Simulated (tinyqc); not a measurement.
Luttinger-Kohn k.p, four valence bands, step by step. One step of it, computed by the program tinyqc.

Question. Bloch Hamiltonian at k. P = c g1 k^2, Q = c g2 (kx^2 + ky^2 - 2 kz^2), R = c sqrt3 [-g2 (kx^2 - ky^2) + 2i g3 kx ky], S = 2 c sqrt3 g3 (kx - i ky) kz, c = hbar^2/2m = 3.809982 eV angstrom^2; rows [P+Q, -S, R, 0], [-S*, P-Q, 0, R], [R*, 0, P-Q, S], [0, R*, S*, P+Q]. The path ends lie at |k| = 0.05 1/angstrom.

Luttinger parameters chosen for this model; energies are counted downward from the top of the valence band:

| parameter | value | unit |
|---|---|---|
| g1 | 6.430000 |  |
| g2 | 0.790000 |  |
| g3 | 1.070000 |  |

k point k (1/angstrom): -0.017000  -0.047000  -0.036000

Give: H(k) at k.

Answer.

H(k) at k (eV), lower triangle (Hermitian):
```
                3/2           1/2          -1/2   -3/2
3/2           0.093
1/2   -0.009-0.024i         0.093
-1/2   0.010-0.011i         0.000         0.093
-3/2          0.000  0.010-0.011i  0.009+0.024i  0.093
```
